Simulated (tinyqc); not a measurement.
Worked calculation: Gupta-type many-body potential for a metal. Computed by tinyqc, a small Python program that keeps every step. Command: `OMP_NUM_THREADS=1 python tinyqc.py 3016384 3016385 out.jsonl gupta walk`. One thread of a shared host (Intel(R) Xeon(R) Processor @ 2.30GHz), about 0.01 s of CPU time with the checks. Intermediate numbers are printed to about 5 digits and carried at full precision; extremes and crossings named in words are read from the listed rows.

E_i = sum_j A exp(-p (r_ij/r0 - 1)) - xi rho_i^gamma, with rho_i = sum_j exp(-2 q (r_ij/r0 - 1)); gamma = 1/2 is the tight-binding second-moment form. The crystal is fcc unless stated; d is the neighbour distance and a fixed number of shells is kept.

Inputs (values chosen for the exercise, modelled on silver):
```
quantity                  value      unit
repulsion A               0.105        eV
hopping xi                 1.18        eV
decay p                    11.1         -
decay q                    3.19         -
reference distance r0     2.889  angstrom
shells kept                   5         -
embedding exponent gamma    0.5         -
```

Surface: (111).

Constants: 1 eV/angstrom^3 = 160.2176634 GPa; 1 eV/angstrom^2 = 16.02176634 J/m^2.

## Equilibrium of the fcc crystal

fcc shells: d sqrt(k), k = 1..5, with 12, 6, 24, 12, 24 atoms; Omega = d^3/sqrt2. Equilibrium: dE/dd = 0; B = d^2 E''(d)/(9 Omega).

neighbour distance d = 2.8971 angstrom

lattice constant = 4.0971 angstrom

cohesive energy E_c = 2.9354 eV

bulk modulus B = 110.34 GPa

## Shell terms at equilibrium

Repulsion and density of one neighbour in each shell, and their sums.

Shells:
```
shell  count  r (angstrom)  repulsion (eV)     density
1         12        2.8971      1.0180e-01  9.8236e-01
2          6        4.0971      1.0125e-03  6.9401e-02
3         24        5.0179      2.9439e-05  9.0834e-03
4         12        5.7941      1.4915e-06  1.6358e-03
5         24        6.4780      1.0776e-07  3.6126e-04
```

repulsive energy = 1.2284 eV

density rho = 12.451

The band term is -xi rho^gamma = -4.1637 eV; with the repulsion it gives -E_c.

## Unrelaxed vacancy

Each neighbour j of the vacancy loses one repulsive term and one density term: E_v = sum_shells count x {-repulsion - xi [(rho - density)^gamma - rho^gamma]}. (The removed atom returns to a bulk-like site, so its own energy cancels.)

vacancy energy E_v = 0.89409 eV

ratio E_v/E_c, E_c = xi rho^gamma less the repulsive energy = 0.30459

A pair potential gives E_v = E_c; here the ratio is 0.30, as the remaining bonds of the neighbours strengthen when one is lost.

## Elastic constants

Second derivatives of E/Omega at equilibrium under homogeneous strain: e_xx = h gives C11; e_xx = -e_yy = h gives 2 (C11 - C12); e_xy = e_yx = h/2 gives C44.

C11 = 134.49 GPa

C12 = 98.263 GPa

C44 = 51.542 GPa

Cauchy pressure C12 - C44 = 46.722 GPa

C12/C44 = 1.91; pair forces would give 1. The excess comes from the curvature of the embedding term.

## The (111) surface

Cut the crystal without relaxation; an atom in layer l keeps the neighbours that lie below the surface plane. Excess = E_i + E_c. Surface energy = sum of excesses over the layers, divided by the area per surface atom: (sqrt3/2) d^2 for (111), d^2 for (100), sqrt2 d^2 for (110).

Layers:
```
layer  nearest neighbours  repulsion (eV)     rho  excess (eV)
1                       9          0.9197   9.205      0.27500
2                      12          1.2283  12.417      0.00565
```

excess per surface atom = 0.28065 eV

surface energy = 0.61864 J/m^2

## Three surfaces against bond counting

Bond counting with pair bonds charges E_c/12 for each missing nearest neighbour: 3, 4 and 6 per surface cell.

Surfaces:
```
face   missing bonds  excess (eV)  bond counting (eV)    ratio  surface energy (J/m^2)
(111)              3      0.28065              0.7338  0.38245                 0.61864
(100)              4      0.36689              0.9785  0.37497                 0.70038
(110)              6      0.57126              1.4677  0.38922                 0.77110
```

The order of surface energies is (111) < (100) < (110), with (110)/(111) = 1.246 against 1.225 from counting first-neighbour bonds. The excess is 0.37 to 0.39 of the bond-counting value: atoms with fewer neighbours have stronger bonds. Further shells enter the excess but not the count. Caution: relaxation, left out here, lowers surface energies. Caution: fitted second-moment potentials usually give surface energies well below measured ones.

## Energy against coordination

Nearest neighbours only, z equal bonds relaxed to their best length: r/r0 = 1 + ln[A p z^(1 - gamma)/(2 q gamma xi)]/(p - 2 q gamma), E = z A exp(-p (r/r0 - 1)) - xi [z exp(-2 q (r/r0 - 1))]^gamma.

Relaxed bonds:
```
z   r (angstrom)  E per atom (eV)  E/z (eV)
1         2.4608          -1.3492   -1.3492
2         2.5874          -1.6592   -0.8296
3         2.6614          -1.8725   -0.6242
4         2.7140          -2.0403   -0.5101
6         2.7880          -2.3027   -0.3838
8         2.8405          -2.5091   -0.3136
9         2.8621          -2.5988   -0.2888
12        2.9146          -2.8317   -0.2360
```

Bonds lengthen from 2.461 to 2.915 angstrom between z = 1 and 12, and |E| grows as z^0.298, the exponent gamma (p - 2q)/(p - 2 q gamma) = 0.298; pair bonds would give z^1 at a fixed length.

Checks made by the program: sum of the shell terms (relative difference below 1e-10); (C11 + 2 C12)/3 against B (relative difference 2e-10).
